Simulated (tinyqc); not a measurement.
From results back to parameters: Koster-Slater impurity in an sp3s* host.

Problem. In the Koster-Slater model a defect shifts the s level of its site by Vs and the p levels by Vp; an A1 level solves 1/Vs = G_s(E) and a T2 level 1/Vp = G_p(E), E from the top of the valence band. A defect has an A1 level at E = 0.2874 eV, one of the energies of the table, and a T2 level at 0.8622 eV.

G(E) of the host (1/eV):
```
E (eV)         G_s         G_p
0.0000  -0.0719984   0.0986802
0.1437  -0.0845842   0.0622187
0.2874  -0.0989823   0.0353174
0.4311  -0.1158727   0.0112894
0.5748  -0.1362995  -0.0124094
0.7185  -0.1620248  -0.0378212
0.8622  -0.1964352  -0.0678303
1.0060  -0.2477018  -0.1089667
1.1497  -0.3530090  -0.1942900
```

Find: Vs, Vp.

Solution. Read G_s and G_p at the two energies and invert them. Vs is attractive and pulls its level down from the conduction bands. Vp is attractive and pulls its level down from the conduction bands.

Vs, Vp (eV): -10.1  -14.7

(tinyqc, `OMP_NUM_THREADS=1 python tinyqc.py 1480773 1480774 out.jsonl`, Intel(R) Xeon(R) Processor @ 2.30GHz, 1 thread, shared host, about 0.05 s.)
